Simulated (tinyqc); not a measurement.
MOS capacitor on a p-type substrate, surface potential from the exact charge relation: two steps of the calculation.

Uniform p-type substrate, Boltzmann statistics, full ionisation, classical densities. psi is the surface potential against the body (positive when the bands bend down) and u = psi/Vt. Traps are spread evenly over the gap and neutral at flat band, so their charge is -q Dit psi; the minority quasi-Fermi level is shifted by Vb.

Inputs (values chosen for the exercise); band and dielectric values close to those of silicon:
- T = 400 K (temperature)
- Eg = 1.1 eV (band gap)
- eps_r = 11.9 (relative permittivity)
- Nc = 4.31e19 cm^-3 (conduction-band density of states at T)
- Nv = 4.1e19 cm^-3 (valence-band density of states at T)
- chi = 4.06 eV (electron affinity)
- N = 2.5e17 cm^-3 (acceptor density of the substrate)
- eox = 3.9 (relative permittivity of the gate insulator (close to silicon dioxide))
- tox = 23 nm (insulator thickness)
- phiM = 4.13 eV (gate work function)
- Nf = 0 cm^-2 (fixed charge at the interface, in units of q)
- Dit = 0 cm^-2 eV^-1 (density of interface traps)
- Vb = 0 V (reverse bias of the inversion layer against the body)

Constants: q = 1.602176634e-19 C, kB = 1.380649e-23 J/K, Vt = kB T/q, eps0 = 8.8541878128e-14 F/cm where lengths are in cm. Results are converted to the units shown.

Task 1. Flat band, threshold and scales. ni = sqrt(Nc Nv) exp(-Eg/(2 Vt)), Eg in volts; phiF = Vt ln(N/ni); Cox = eps0 eox/tox; Vfb = phiM - chi - (Eg - Vt ln(Nv/N)) - q Nf/Cox; Q0 = sqrt(2 eps0 eps_r q N Vt); r = (ni/N)^2 exp(-Vb/Vt); VT = Vfb + [(2 phiF + Vb)(1 + q Dit/Cox) + sqrt(2 eps0 eps_r q N (2 phiF + Vb))/Cox].

Wanted: ni; phiF; Cox; Vfb; Q0; r; VT.

Result 1.

ni = 4.942e12 cm^-3
phiF = 0.3734 V
Cox = 0.1501 uF/cm^2
Vfb = -0.8542 V
Q0 = 53.94 nC/cm^2
r = 3.908e-10
VT = 1.565 V

Task 2. Charges, field and capacitances at the solution. u = psi/Vt; F^2 = exp(-u) + u - 1 + r (exp(u) - u - 1); Qs = -sign(u) Q0 F; Cs = -dQs/dpsi = (Q0/Vt) |1 - exp(-u) + r (exp(u) - 1)|/(2 F). Low frequency: 1/C_LF = 1/Cox + 1/(Cs + q Dit). High frequency, in the simple estimate in which traps and minority carriers do not follow: 1/C_HF = 1/Cox + 1/Cd, Cd being Cs with r = 0 at the same psi. Minority sheet density N_inv = (Q0/(2 q)) int_0^u r (exp(t) - 1)/F(t) dt for u > 0. Oxide field |Qs - q Dit psi + q Nf|/(eps0 eox).

converged psi = 0.85885177 V

Wanted: Qs; N_inv; oxide field; Cs; C_LF/Cox; C_HF/Cox.

Result 2.

Qs = -380.65 nC/cm^2
N_inv = 7.4420e11 cm^-2
oxide field = 1.1023 MV/cm
Cs = 2.9808 uF/cm^2
C_LF/Cox = 0.95205
C_HF/Cox = 0.51589

The surface is in strong inversion (borders at |psi| = 0, phiF + Vb and 2 phiF + Vb = 0.747 V). Minority carriers make up 31.3 % of Qs.

Computed by the program tinyqc: `OMP_NUM_THREADS=1 python tinyqc.py 2060142 2060143 out.jsonl`, one thread of a shared Intel Xeon 2.30GHz, about 0.01 s for the whole run.
